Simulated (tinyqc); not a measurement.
Hot carriers by balance equations with a heated Maxwellian: one step, computed by the program tinyqc.

The carriers follow a Maxwellian at an electron temperature T_e, slightly displaced; the drift energy is neglected against k_B T_e. The balance averages the rate, not the time, so mu_0 lies below the relaxation-time value.

Question. Drift velocity. Parabolic band: E = hbar^2 k^2/(2 m), speed v = hbar k/m, states per spin, volume and energy g(E) = m k/(2 pi^2 hbar^2). Masses are multiplied by m_0 and all formulas are in SI units. Phonon occupation N_q = 1/(exp(hbar w/(k_B T)) - 1). Acoustic deformation potential (elastic, equipartition, absorption and emission together): 1/tau = 2 pi k_B T D_A^2 g(E)/(hbar rho v_l^2). Optical or intervalley deformation potential: 1/tau = (pi Z_f D_o^2/(rho w)) [N_q g(E + hbar w) + (N_q + 1) g(E - hbar w)], with g = 0 below the band edge. Averages over the Maxwellian, <y> = int y x^(1/2) exp(-x) dx / int x^(1/2) exp(-x) dx with x = E/(k_B T_e), split at x_0 = hbar w/(k_B T_e): 64 Gauss-Legendre points in sqrt(x) below it and 128 in sqrt(x - x_0) above it, up to x = 32. Momentum balance: mu(T_e) = e/(m nu), nu = <x (sum of rates)>/<x>. Power lost per carrier: P(T_e) = hbar w <emission rate - absorption rate> + <(2 m v_l^2/(k_B T)) (E - 2 k_B T) acoustic rate>. v = mu(T_e) F; warm-carrier coefficient (mu/mu_0 - 1)/F^2.

Inputs (values chosen for the exercise, modelled on electrons in silicon):

| quantity | value | unit |
|---|---|---|
| effective mass m | 0.327 | m_0 |
| density rho | 2329 | kg/m^3 |
| sound velocity v_l | 9310 | m/s |
| acoustic deformation potential D_A | 9.9 | eV |
| phonon energy hbar w | 59.7 | meV |
| optical or intervalley deformation potential D_o | 5.7 | 1e8 eV/cm |
| final valleys Z_f | 5 | - |
| lattice temperature T | 150 | K |
| electric field F | 1.8 | kV/cm |

Band: parabolic. Solver: Newton.

electron temperature T_e = 196.7613 K

low-field mobility mu_0 = 3826.464 cm^2/(V s)

Constants: k_B = 8.617333262e-05 eV/K; k_B = 1.380649e-23 J/K; e = 1.602176634e-19 C; hbar = 1.054571817e-34 J s; m_0 = 9.1093837015e-31 kg; hbar = 6.582119569e-16 eV s.

Give: mobility mu(T_e); drift velocity; mu/mu_0; (mu/mu_0 - 1)/F^2.

Answer.

mobility mu(T_e) = 2676.1 cm^2/(V s)

drift velocity = 0.48170 1e7 cm/s

mu/mu_0 = 0.69937

(mu/mu_0 - 1)/F^2 = -0.092787 cm^2/kV^2

Caution: the drift energy m v^2/2 is not small against the heating (3/2) k_B (T_e - T), so T_e - T is rough.
